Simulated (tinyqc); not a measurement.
From results back to parameters: exciton in an atomically thin sheet (Rytova-Keldysh potential). Four cases, with inputs chosen for the exercise.

Problem. The spacing of the 1s and 2s lines was computed from a hidden kap.

Relative motion in the plane with V(k) = -2 pi q/(k (kap + r0 k)), q = e^2/(4 pi eps0), c = hbar^2/2m0. Normalised Gaussians exp(-a_i r^2): with A = a_i + a_j, S_ij = 2 sqrt(a_i a_j)/A, T_ij = (4c/mu)(a_i a_j/A) S_ij, V_ij = -q S_ij times the integral over k from 0 to infinity of exp(-k^2/4A)/(kap + r0 k).

Converged values use 20 Gaussians with exponents 2^i/b^2, i = -11 to 8, b the larger of a0 kap/(2 mu) and sqrt(a0 r0/mu), a0 = 0.5291772 angstrom; p states use r exp(i theta) exp(-a r^2).

Constants: hbar^2/2m0 = 3.80998211 eV angstrom^2; e^2/(4 pi eps0) = 14.39964547 eV angstrom.

Case 1.

Values chosen (out of a larger set: near those of a WS2 monolayer; not measured data): r0 = 36.1 angstrom (screening length of the sheet).

mu = 0.17832 m0
2s - 1s = 318.93 meV

Case 2.

Values chosen (out of a larger set: near those of a MoS2 monolayer; not measured data): r0 = 37.9 angstrom (screening length of the sheet).

mu = 0.26073 m0
2s - 1s = 322.74 meV

Case 3.

Values chosen (out of a larger set: near those of a MoSe2 monolayer; not measured data): r0 = 53.6 angstrom (screening length of the sheet).

mu = 0.30187 m0
2s - 1s = 241.68 meV

Case 4.

Values chosen (out of a larger set: near those of a WS2 monolayer; not measured data): r0 = 37.3 angstrom (screening length of the sheet).

mu = 0.18270 m0
2s - 1s = 132.49 meV

Find: kap; 1s binding.

Solution. The spacing falls steadily as kap grows, so bisection on kap finds one value; the binding follows from the same solution.

Case 1.

kap = 1.00
1s binding = 559 meV

Case 2.

kap = 1.00
1s binding = 600 meV

Case 3.

kap = 1.00
1s binding = 481 meV

Case 4.

kap = 4.50
1s binding = 169 meV

Computed by tinyqc, one run a case: `OMP_NUM_THREADS=1 python tinyqc.py N N+1 out.jsonl` with N = 1281575, 1281585, 1281622, 1281646; one thread of a shared Intel(R) Xeon(R) Processor @ 2.30GHz, about 0.03 s a run at most.
